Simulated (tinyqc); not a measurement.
Polytypes by hexagonality, and a cubic inclusion as a quantum well: one step. The polarisation field. Two cases, with inputs chosen for the exercise.

Task: Give |F|, the drop |F| L, the bound charge |P|/e per cm^2 (e = 1.602176634e-19 C), and, as a first estimate, the shift -|F| L/2 of the transition for an electron centred in the layer and a hole in the host on the high side.

Gap: E3 + (Es - E3) h/hs for h up to hs, then linear from Es to E2 at h = 1. Valence top Ev2 h and polarisation P2 h, both counted from 3C; Ec = Ev + gap.

A cubic inclusion of width L = N d in the host (h = 0.5) is a well of depth V = Ec(host) - Ec(3C). Square well with mass mismatch: k tan(k L/2) = (m_w/m_b) q, k = sqrt(m_w E/c), q = sqrt(m_b (V - E)/c), c = hbar^2/2m0, lowest root. The depth of the level, V - E, is its binding, and the transition to the valence top of the host is gap(host) - (V - E). The step in polarisation gives a field |F| = |P|/(eps eps0) in a thin inclusion, eps0 = 8.8541878e-12 F/m.

Case 1.

Values chosen (of the order of those of SiC; not measured data): E3 = 2.369 eV (gap of the cubic polytype); E2 = 3.358 eV (gap of 2H); Ev2 = 0.12 eV (valence top of 2H above that of 3C); P2 = -0.0362 C/m^2 (spontaneous polarisation of 2H); Es = 3.295 eV (gap at the hexagonality hs); hs = 0.5 (hexagonality up to which the first line holds); eps = 9.9 (dielectric constant).

L = 15.13200 angstrom

Case 2.

Values chosen (of the order of those of SiC; not measured data): E3 = 2.402 eV (gap of the cubic polytype); E2 = 3.314 eV (gap of 2H); Ev2 = 0.142 eV (valence top of 2H above that of 3C); P2 = -0.0501 C/m^2 (spontaneous polarisation of 2H); Es = 3.248 eV (gap at the hexagonality hs); hs = 0.5 (hexagonality up to which the first line holds); eps = 9.7 (dielectric constant).

L = 5.03800 angstrom

Give: |F|; drop; bound charge; estimated shift.

Result:

Case 1.

|F| = 2.065 MV/cm
drop = 312.5 meV
bound charge = 1.13e+13 cm^-2
estimated shift = -156.2 meV

The drop is 32 % of the well depth. The host edge on the low side sinks by 156 meV against the centre, less than the 743 meV by which the flat well binds.

Case 2.

|F| = 2.917 MV/cm
drop = 146.9 meV
bound charge = 1.56e+13 cm^-2
estimated shift = -73.5 meV

The drop is 16 % of the well depth. The host edge on the low side sinks by 73 meV against the centre, less than the 291 meV by which the flat well binds.

Computed by tinyqc, one run a case: `OMP_NUM_THREADS=1 python tinyqc.py N N+1 out.jsonl` with N = 1850204, 1850415; one thread of a shared Intel(R) Xeon(R) Processor @ 2.30GHz, about 0.05 s a run at most.
